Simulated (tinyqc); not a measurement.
Rutherford backscattering from a thin compound film on silicon: kinematics, yields, composition and thickness. Changing the tilt of the sample. Computed by tinyqc, a small Python program. Command: `OMP_NUM_THREADS=1 python tinyqc.py 3026776 3026777 out.jsonl rbs sweep`. One thread of a shared host (Intel(R) Xeon(R) Processor @ 2.30GHz), about 0.01 s of CPU time with the checks.

Singly charged helium ions (Z1 = 2, M1 = 4.0026 u) enter at the tilt angle a1 to the normal and leave at a2 = |180 - theta - tilt| in the same plane. The film is A B_x.

Inputs (values chosen for the exercise, modelled on a helium beam on NiSi):
```
quantity,value,unit
beam energy E0,2.2,MeV
scattering angle theta,150,degrees
heavy element: Z_A,28,-
heavy element: mass M_A,58.7,u
heavy element: stopping eps_A at 2 MeV,69.6,1e-15 eV cm^2
light element: Z_B,14,-
light element: mass M_B,28.09,u
light element: stopping eps_B at 2 MeV,49.7,1e-15 eV cm^2
"atoms of B per atom of A, x",1.02,-
atomic density of the film,78.9,1/nm^3
film thickness d,36,nm
collected charge,23,microcoulomb
detector solid angle,1.2,msr
detector resolution (FWHM),13,keV
```

Constants: e^2/(4 pi eps_0) = 14.39964548 eV angstrom; e = 1.602176634e-19 C.

Method:
- Kinematic factor K = [(sqrt(M^2 - M1^2 sin^2 theta) + M1 cos theta)/(M + M1)]^2.
- Surface edges lie at K E0; substrate silicon has M = 28.09 u. Mass resolution at M_A = resolution/(E0 dK/dM).
- Stopping per atom eps(E) = eps(2 MeV) (E/2 MeV)^(-0.4) (a law chosen for the exercise); Bragg rule eps_film = (eps_A + x eps_B)/(1 + x); areal density N d, with 1/nm^2 = 0.1 x 1e15/cm^2.
- Width of the signal of element i: [K_i eps(E0)/cos a1 + eps(K_i E0)/cos a2] N d; depth resolution = resolution x d/width of A; energy lost on the way in = eps(E0) N d/cos a1.
- Rutherford cross section in the laboratory frame: sigma = (Z1 Z e^2/(4 pi eps_0 4E))^2 (4/sin^4 theta) (r + cos theta)^2/r, r = sqrt(1 - (M1 sin theta/M)^2), times the screening factor 1 - 0.049 Z1 Z^(4/3)/E (E in keV); 1 angstrom^2 = 1e8 barn.
- Counts = (charge/e) x solid angle x sigma(E_mean) x areal density of the element/cos a1, E_mean = E0 - half the energy lost on the way in; 1 barn = 1e-24 cm^2. The ratio of areas returns x = (Y_B/Y_A)(sigma_A/sigma_B), with the counting error sqrt(1/Y_A + 1/Y_B).

One run for each value:
```
tilt of the sample (degrees),depth resolution (nm),counting error of x without background (%),energy lost on the way in (keV)
0,13.996,1.4694,16.282
15,14.750,1.4440,16.857
30,14.355,1.3667,18.801
45,12.818,1.2337,23.027
55,11.171,1.1098,28.387
65,9.023,0.9504,38.527
70,7.744,0.8532,47.606
75,6.303,0.7396,62.910
80,4.647,0.6015,93.766
```

Over the rows, depth resolution (nm) goes from 14.0 through a maximum among these rows, 14.7 at 15.0, to 4.65; counting error of x without background (%) falls from 1.47 to 0.602; energy lost on the way in (keV) rises from 16.3 to 93.8. Tilting lengthens the inward path at once but shortens the outward one up to 180 - theta, so only large tilts clearly sharpen the depth scale, until roughness and straggling (left out) take over.

Caution (all rows): the silicon signal of the film merges with that of the substrate, so only the width of A can be read directly. Caution (all rows): film and substrate silicon overlap, so Y_B must be separated by a fit.

Extremes, crossings and ranges named in words are read from the listed rows.
